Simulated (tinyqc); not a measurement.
Worked calculation: Slater-Koster d bands of a bcc metal. Values are carried at full precision from step to step, so a last printed digit may differ when a step is redone from the rounded ones.

Slater-Koster d bands. For a bond with direction cosines (l, m, n) the 5 x 5 block is dds Ps + ddp Pp + ddd (1 - Ps - Pp), the projectors on sigma, pi and delta states about the bond; for instance <xy|xy> = 3 l^2 m^2 dds + (l^2 + m^2 - 4 l^2 m^2) ddp + (n^2 + l^2 m^2) ddd, <xy|yz> = 3 l m^2 n dds + l n (1 - 4 m^2) ddp + l n (m^2 - 1) ddd and <3z2-r2|3z2-r2> = (n^2 - (l^2 + m^2)/2)^2 dds + 3 n^2 (l^2 + m^2) ddp + (3/4)(l^2 + m^2)^2 ddd. H(k) sums the blocks times cos(k.R) over the neighbours; the d level is the zero of energy; k in 2 pi/a.

Values chosen for the exercise (of the size met in Nb; shifted at random, so the results belong to these values and not to a real crystal):

| symbol | value | unit | meaning |
|---|---|---|---|
| dds | -1.331 | eV | dd sigma |
| ddp | 0.825 | eV | dd pi |
| ddd | -0.12 | eV | dd delta |
| f2 | 0.487 |  | factor on all three integrals for second neighbours |
| Es | 4.1 | eV | s level |
| sss | -0.98 | eV | ss sigma |
| sds | -0.84 | eV | sd sigma |
| k | (0.74, 0.36, 0.07) | 2 pi/a | wave vector |
| Nd | 4 |  | d electrons per atom |

## The block of one bond

Direction (1,1,1)/sqrt3; its eigenvalues must be dds once, ddp twice and ddd twice.

block (eV), lower triangle:
```
             xy       yz       zx   x2-y2  3z2-r2
xy      -0.3137
yz      -0.5087  -0.3137
zx      -0.5087  -0.5087  -0.3137
x2-y2         0  -0.3150   0.3150  0.5100
3z2-r2  -0.3637   0.1819   0.1819       0  0.5100
```

## Levels at Gamma

Neighbours: eight at (a/2)(1,1,1) and equivalents, and six at a(1,0,0) and equivalents with the integrals times f2.

Summing the blocks at k = 0 gives E(t2g) = (8/3) dds + (16/9) ddp + (32/9) ddd + f2 (4 ddp + 2 ddd), E(eg) = (16/3) ddp + (8/3) ddd + f2 (3 dds + 3 ddd).

levels (eV): t2g (threefold) -1.0191, eg (twofold) 1.9601

The t2g level lies lower, by 2.9792 eV.

## The Hamiltonian at one k

An s orbital at Es couples to nearest neighbours alone: <s|s> = sss, <s|xy> = sqrt3 l m sds (cyclic), <s|x2-y2> = (sqrt3/2)(l^2 - m^2) sds, <s|3z2-r2> = (n^2 - (l^2 + m^2)/2) sds.

Sum over the neighbours.

H(k) (eV), lower triangle:
```
              s       xy       yz       zx    x2-y2   3z2-r2
s        6.3301
xy       2.4974   0.0454
yz      -0.5242   0.2755   0.9360
zx       0.2627  -0.5498   2.6195   1.4649
x2-y2         0        0  -0.3405  -0.1706  -0.5650
3z2-r2        0   1.8731   0.1966  -0.0985   0.2935  -2.0452
```

## Levels and character

Diagonalise H; t2g is xy, yz, zx and eg the other two.

levels (eV): -3.3811  -1.7103  -0.5432  0.6775  3.8528  7.2704

weights:
```
     band 1  band 2  band 3  band 4  band 5  band 6
s     0.023   0.015   0.000   0.082   0.005   0.875
t2g   0.337   0.878   0.047   0.628   0.988   0.121
eg    0.640   0.107   0.952   0.290   0.006   0.005
```

## Levels at points of symmetry

Coordinates: G (0, 0, 0), H (1, 0, 0), N (0.5, 0.5, 0), P (0.5, 0.5, 0.5); the others lie half way.

Levels (eV):

| k | band 1 | band 2 | band 3 | band 4 | band 5 | band 6 |
|---|---|---|---|---|---|---|
| G | -3.740 | -1.019 | -1.019 | -1.019 | 1.960 | 1.960 |
| G-H 0.5 | -1.886 | -0.117 | -0.117 | 0.473 | 1.724 | 4.100 |
| H | -6.200 | -6.200 | 4.000 | 4.000 | 4.000 | 11.940 |
| N | -5.157 | -3.952 | 0.745 | 1.886 | 4.186 | 6.316 |
| P | -1.490 | -1.490 | -1.490 | 2.120 | 2.120 | 4.100 |
| P-G 0.5 | -2.708 | -2.708 | -0.740 | 1.825 | 1.825 | 4.058 |
| G-N 0.5 | -3.080 | -2.486 | 0.516 | 1.584 | 1.923 | 2.116 |

On these points the bands run from -6.200 (H) to 11.940 eV (H).

## Second moment and the rectangular band

mu2 = z (dds^2 + 2 ddp^2 + 2 ddd^2)/5 per orbital, with z = 8 + 6 f2^2. A rectangular band with the same mu2 has width W = sqrt(12 mu2), Fermi level W (Nd/10 - 1/2) and bond energy -W Nd (10 - Nd)/20 (Friedel).

mu2 = 5.9584 eV^2
W = 8.4558 eV
Fermi level = -0.8456 eV
bond energy per atom = -10.1470 eV

The bond energy is the attractive part alone; the repulsion between atoms, left out, cancels a large share of it in the cohesive energy.

## Checks

- Levels at Gamma from the formulas against H(0): they agree to 1e-10 or better.
- Second moment from the formula against the mean square level on the mesh: both 5.95838.

Run: tinyqc, `OMP_NUM_THREADS=1 python tinyqc.py 1481659 1481660 out.jsonl`; Intel(R) Xeon(R) Processor @ 2.30GHz, one thread, shared host; about 0.04 s of CPU time with all checks.
